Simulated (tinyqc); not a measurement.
Haynes-Shockley experiment: drift, diffusion and decay of a minority-carrier pulse: one step, computed by the program tinyqc. Command: `OMP_NUM_THREADS=1 python tinyqc.py 3111970 3111971 out.jsonl haynes walk`. One thread of a shared host (Intel(R) Xeon(R) Processor @ 2.30GHz), about 0.01 s of CPU time with the checks.

A thin sheet of excess carriers is made at x = 0, t = 0 in a long uniform bar; injection is low, so the pulse moves with the minority mobility.

Task: Shape in time. dn(x, t) = N0/sqrt(4 pi D t) exp(-(x - v t)^2/(4 D t) - t/tau). Times are 0.7, 0.8, 0.9, 0.95, 1, 1.05, 1.1, 1.2 and 1.4 t_p.

Inputs (values chosen for the exercise, modelled on holes in n-type germanium in a lightly doped bar): lifetime tau = 170 microsecond; temperature T = 300 K; distance d to the collector = 0.86 cm; injected sheet density N0 = 1e+09 1/cm^2.

time of the peak t_p = 11.52464 microsecond

D = 55.06476 cm^2/s

drift velocity v = 74550 cm/s

peak density = 1.046123e+10 1/cm^3

Give: the table «Signal at d» with the columns t (microsecond), dn (1/cm^3), dn/peak, for t/t_p = 0.70, 0.80, 0.90, 0.95, 1.00, 1.05, 1.10, 1.20, 1.40.

Result:

Signal at d:
```
t/t_p  t (microsecond)  dn (1/cm^3)    dn/peak
0.70              8.07    5.791e-07  5.536e-17
0.80              9.22    4.986e+03  4.766e-07
0.90             10.37    4.119e+08  3.937e-02
0.95             10.95    4.863e+09  4.648e-01
1.00             11.52    1.046e+10  1.000e+00
1.05             12.10    5.231e+09  5.000e-01
1.10             12.68    7.417e+08  7.090e-02
1.20             13.83    6.390e+05  6.108e-05
1.40             16.13    3.732e-05  3.567e-15
```

At 0.9 and 1.1 t_p the signal is 0.0394 and 0.0709 of its peak: the trailing side is the wider one.
